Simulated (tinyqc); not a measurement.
Conductance against temperature: thermal boundary conductance by the acoustic and diffuse mismatch models. Computed by tinyqc, a small Python program. Command: `OMP_NUM_THREADS=1 python tinyqc.py 3027107 3027108 out.jsonl kapitza walk`. One thread of a shared host (Intel(R) Xeon(R) Processor @ 2.30GHz), about 0.01 s of CPU time with the checks.

Each side has one longitudinal and two transverse Debye branches, omega = v q up to q_D = (6 pi^2 n)^(1/3), with n counting all atoms. Scattering at the interface is elastic. Electrons are left out of G, also for metals. Melting is ignored. G refers to the temperatures of the phonons sent towards the interface. Linear branches over all atoms overstate G at high T, most for crystals with several atoms a cell.

Inputs (values chosen for the exercise, modelled on tungsten (side 1) and sapphire (side 2)):
```
quantity                    value    unit
density rho_1                19.4  g/cm^3
longitudinal velocity vL_1   5160     m/s
transverse velocity vT_1     2940     m/s
atom density n_1             61.6  1/nm^3
density rho_2                3.93  g/cm^3
longitudinal velocity vL_2  10600     m/s
transverse velocity vT_2     6480     m/s
atom density n_2              114  1/nm^3
```

Structure: film on a substrate.

Constants: hbar = 1.054571817e-34 J s; k_B = 1.380649e-23 J/K.

Method:
- omega_c = v q_D for each branch, given as hbar omega_c/k_B; impedance Z = rho v.
- No mode conversion. t(theta) = 4 Z_1 Z_2 cos(theta_1) cos(theta_2)/N^2, with N = Z_2 cos(theta_1) + Z_1 cos(theta_2) for L (the form for pressure waves) and N = Z_1 cos(theta_1) + Z_2 cos(theta_2) for both T branches (the form for shear waves polarised along the interface); sin(theta_2) = (v_2/v_1) sin(theta_1), and t = 0 beyond the critical angle arcsin(v_1/v_2); the mean over the incoming flux is alpha = 2 int t sin(theta_1) cos(theta_1) d theta_1 (64 Gauss-Legendre points).
- G = (k_B^4 T^3/(8 pi^2 hbar^3)) int W(x) x^4 e^x/(e^x - 1)^2 dx, x = hbar omega/(k_B T). Acoustic mismatch: W = sum over the three branches of alpha(1 to 2)/v_1^2, each up to the lower of its two cut-offs. Diffuse mismatch: W = S_1 S_2/(S_1 + S_2), where S_i sums 1/v^2 over the branches of side i still below their cut-off. Radiation limit: W = min(S_1, S_2). The integral is split at the four cut-offs (64 Gauss-Legendre points a piece, x at most 45).

Branches:
```
branch     v (m/s)  cut-off (K)  Z (1e6 kg/(m^2 s))
L, side 1     5160       606.72            100.1040
T, side 1     2940       345.69             57.0360
L, side 2    10600      1530.21             41.6580
T, side 2     6480       935.45             25.4664
```

Transmission:
```
branch  t at normal incidence  largest angle from side 1 (deg)  alpha, 1 to 2  alpha, 2 to 1
L                    0.830023                          29.1300       0.215342       0.908745
T                    0.853578                          26.9816       0.143424       0.696750
```

G (MW/(m^2 K)):
```
T (K)  acoustic mismatch  diffuse mismatch  radiation limit
2              0.0033655         0.0038089        0.0046095
5               0.052586          0.059514         0.072023
10               0.42069           0.47611          0.57618
20                3.3651            3.8086           4.6093
40                25.554            29.467           36.078
80                119.16            163.61           219.97
150               256.72            428.67           624.33
300               362.15            664.03           997.84
600               400.97            754.99           1143.8
1000              410.21            776.89           1179.1
```

What follows from these numbers?

All three follow T^3 at the cold end (exponent 3.00 for the diffuse model) and flatten at high T (exponent 0.06 at the hot end); the lowest cut-off is 346 K. The ratio of diffuse to acoustic goes from 1.13 to 1.89. The plateau is set by the frequencies that both sides share.

Extremes, crossings and ranges named in words are read from the listed rows.
